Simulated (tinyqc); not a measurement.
# p-n diode, drift-diffusion by the Gummel loop with Scharfetter-Gummel fluxes: what changes with what

Abrupt junction at x = 0, p side from -Lp, n side to Ln, ohmic contacts. psi is counted from the intrinsic level; n = ni exp((psi - phin)/Vt), p = ni exp((phip - psi)/Vt). Contacts: p side psi = V - Vt ln(Na/ni), p = Na, n = ni^2/Na; n side psi = Vt ln(Nd/ni), n = Nd, p = ni^2/Nd. Constant mobilities, D = mu Vt, Boltzmann statistics, SRH recombination through a mid-gap level, U = (n p - ni^2)/(tp (n + ni) + tn (p + ni)). Current is positive from the p contact to the n contact.

Inputs (values chosen for the exercise); band and dielectric values close to those of germanium:
```
symbol    value        unit                                 meaning
T           300           K                             temperature
Eg        0.671          eV                                band gap
eps_r      15.7                               relative permittivity
Nc      1.06e19       cm^-3  conduction-band density of states at T
Nv      5.89e18       cm^-3     valence-band density of states at T
Na       1.2e17       cm^-3          acceptor density of the p side
Nd       5.5e17       cm^-3             donor density of the n side
mun        1600  cm^2/(V s)                       electron mobility
mup        1000  cm^2/(V s)                           hole mobility
tn         9e-8           s               SRH lifetime of electrons
tp         4e-8           s                   SRH lifetime of holes
Lp            5          um                    length of the p side
Ln          1.3          um                    length of the n side
G             0  cm^-3 s^-1                 uniform generation rate
```

Constants: q = 1.602176634e-19 C, kB = 1.380649e-23 J/K, Vt = kB T/q, eps0 = 8.8541878128e-14 F/cm where lengths are in cm. Results are converted to the units shown.

Each table varies one quantity; the others keep the values above.

## Current against voltage in the dark

ni = sqrt(Nc Nv) exp(-Eg/(2 Vt)), Eg in volts. Poisson and both continuity equations are solved self-consistently with Scharfetter-Gummel fluxes on a graded mesh of 500 nodes. J_scr is q times the integral of U between -xp and xn. Ideal diffusion current J_id = q ni^2 [Dn coth(wp/Le)/(Le Na) + Dp coth(wn/Lh)/(Lh Nd)] (exp(V/Vt) - 1), Le = sqrt(Dn tn), Lh = sqrt(Dp tp), wp = Lp - xp, wn = Ln - xn, with xp and xn from the depletion approximation (W = sqrt(2 eps0 eps_r (Vbi - V)(1/Na + 1/Nd)/q), xp = W Nd/(Na + Nd), xn = W Na/(Na + Nd), Vbi = Vt ln(Na Nd/ni^2)). Ideality factor = 0.004 V/(Vt ln[J(V + 0.004 V)/J(V)]). Here G = 0.

In this table G = 0 cm^-3 s^-1.

Current against voltage in the dark:

| V (V) | J (A/cm^2) | ideality factor | J_scr/J (%) | J_id (A/cm^2) | share recombining at the contacts (%) | larger minority/doping at -xp and xn |
|---|---|---|---|---|---|---|
| 0.12 | 0.00623 | 1.01 | 4.81 | 0.00594 | 92.9 | 3.70e-6 |
| 0.15 | 0.0196 | 1.01 | 3.00 | 0.0191 | 94.7 | 1.17e-5 |
| 0.18 | 0.0620 | 1.01 | 1.85 | 0.0609 | 95.8 | 3.71e-5 |
| 0.22 | 0.289 | 1.00 | 0.965 | 0.286 | 96.7 | 1.72e-4 |
| 0.25 | 0.917 | 1.00 | 0.596 | 0.913 | 97.0 | 5.42e-4 |
| 0.28 | 2.92 | 1.00 | 0.371 | 2.91 | 97.2 | 0.00170 |
| 0.31 | 9.26 | 1.01 | 0.232 | 9.29 | 97.4 | 0.00528 |
| 0.34 | 29.3 | 1.01 | 0.146 | 29.6 | 97.5 | 0.0161 |
| 0.38 | 132 | 1.06 | 0.0769 | 139 | 97.6 | 0.0658 |

What does the comparison show?

J rises from 0.00623 to 132 A/cm^2; the ideality factor goes from 1.01 through a minimum of 1.00 (at V = 0.25 V among the rows listed) to 1.06. Recombination in the depleted layer stays under half of the current. Where the factor is lowest (V = 0.25 V), J is 0.45 % above the ideal diffusion current.

## Effect of the length of the n side at fixed bias

Same model as above.

In this table V = 0.29 V.

Effect of the length of the n side at fixed bias:

| Ln (um) | J (A/cm^2) | ideality factor | J_scr/J (%) | J_id (A/cm^2) | share recombining at the contacts (%) | larger minority/doping at -xp and xn |
|---|---|---|---|---|---|---|
| 1.3 | 4.29 | 1.00 | 0.317 | 4.29 | 97.3 | 0.00248 |
| 2.1 | 3.74 | 1.00 | 0.364 | 3.74 | 96.7 | 0.00248 |
| 3.5 | 3.39 | 1.00 | 0.401 | 3.39 | 96.0 | 0.00248 |
| 5.8 | 3.19 | 1.00 | 0.427 | 3.19 | 95.1 | 0.00248 |
| 9.6 | 3.08 | 1.00 | 0.441 | 3.08 | 94.0 | 0.00248 |
| 16 | 3.03 | 1.00 | 0.449 | 3.03 | 92.6 | 0.00248 |
| 26 | 3.02 | 1.01 | 0.451 | 3.02 | 91.3 | 0.00248 |

What does the comparison show?

As Ln rises from 1.3 to 26, J falls from 4.29 to 3.02 A/cm^2, the share of the depleted layer rises from 0.317 to 0.451 % and the share lost at the contacts falls from 97.3 to 91.3 %. The exponent d ln J/d ln Ln is -0.28 between the first two rows and -0.01 between the last two. J less J_scr is 0.43 % below J_id in the last row.

Numbers from tinyqc (`OMP_NUM_THREADS=1 python tinyqc.py 2240143 2240144 out.jsonl`; about 0.2 s on one thread of a shared Intel Xeon 2.30GHz).
